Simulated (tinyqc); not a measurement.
Molecular dynamics of a small cluster by velocity Verlet steps: one step, computed by the program tinyqc.

E = sum_(i<j) phi(r_ij), phi(r) = eps [exp(-2 alpha (r - r0)) - 2 exp(-alpha (r - r0))]; the force on i is -sum_j phi'(r_ij) (R_i - R_j)/r_ij.

Problem. State at the start. Velocity Verlet: a = c F/M with c = 9.648533212e-3 angstrom/fs^2 per eV/(angstrom u); R(new) = R + v dt + a dt^2/2; v(new) = v + (a + a(new)) dt/2. Kinetic energy K = M v^2/(2c); temperature T = 2K/((3N - 3) k_B), rotation of the cluster included.

Inputs (values chosen for the exercise, for model atoms):

| quantity | value | unit |
|---|---|---|
| length r0 | 2.32 | angstrom |
| well depth eps | 0.52 | eV |
| stiffness alpha | 1.7 | 1/angstrom |
| atomic mass M | 32.8 | u |
| time step dt | 5.3 | fs |

Potential: Morse. Thermostat: none.

starting positions (angstrom):
```
            x     y      z
atom 1      0  0.03  -0.03
atom 2   2.38  0.06  -0.04
atom 3   2.33  2.31   0.05
atom 4  -0.01  2.32  -0.04
atom 5   1.18  1.22    1.6
atom 6   1.23  1.21  -1.65
```

starting velocities (angstrom/fs):
```
               x         y         z
atom 1  -0.00136   0.00069   -0.0013
atom 2   0.00022  -0.00175   0.00191
atom 3  -0.00144  -0.00025   -0.0012
atom 4   0.00016   0.00037   0.00208
atom 5     3e-05   0.00157  -0.00168
atom 6   0.00238  -0.00064   0.00019
```

Constants: 1 eV/(angstrom u) = 9.648533212e-03 angstrom/fs^2; k_B = 8.617333262e-05 eV/K.

Give: forces; potential energy; kinetic energy; temperature.

Solution.

forces (eV/angstrom):
```
               x         y         z
atom 1   0.43089   0.17395  -0.01780
atom 2  -0.32712  -0.07805   0.10313
atom 3  -0.03713   0.26518  -0.24700
atom 4   0.23059  -0.06394  -0.02064
atom 5  -0.17929  -0.27591  -0.04891
atom 6  -0.11795  -0.02124   0.23123
```

potential energy = -6.7629 eV

kinetic energy = 0.051397 eV

temperature = 79.525 K
